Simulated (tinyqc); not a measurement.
Input admittance of a MOSFET at zero drain bias: distributed channel and distributed gate: one step of the calculation.

Source and drain grounded, strong inversion, w = 2 pi f, Cox = eps0 eox/tox. The channel is an RC line of resistance 1/(mu Cox Vo) per square fed from both ends, so one finger has the intrinsic admittance y = i w Cox L tanh(g)/g per width, g = (1/2) sqrt(i w tau), tau = L^2/(mu Vo). The vertical resistance rv/L is in series with y, the overlaps 2 i w Cov in parallel: y_t = 1/(1/y + rv/L) + 2 i w Cov. The gate strip is a line of Rsh/L per length loaded by y_t, so a finger has Y = y_t Wf tanh(k)/k, k = (Wf/sd) sqrt(y_t Rsh/L); the device has Nf Y.

Task. Input impedance of the device. k and Y as defined; Z = 1/(Nf Y) = R + 1/(i w C); Q = |Im Z|/R; signal at the point farthest from a contact |1/cosh k|.

Inputs (values chosen for the exercise); values of the order met in silicon radio-frequency transistors: channel length L = 0.27 um; finger width Wf = 1.8 um; number of fingers Nf = 1; sheet resistance of the gate Rsh = 16 ohm/square; number of ends at which a finger is contacted sd = 2; frequency f = 4.1 GHz.

y_t = 5.513650+97.716828i uS/um

Give: k; Nf Y; R; C; Q; signal at the far point.

Result.

k = 0.04981+0.04708i
Nf Y = 0.0102+0.1759i mS
R = 328.7 ohm
C = 6.849 fF
Q = 17.24
signal at the far point = 0.9999

Numbers from tinyqc (`OMP_NUM_THREADS=1 python tinyqc.py 2262154 2262155 out.jsonl`; about 0.01 s on one thread of a shared Intel Xeon 2.30GHz).
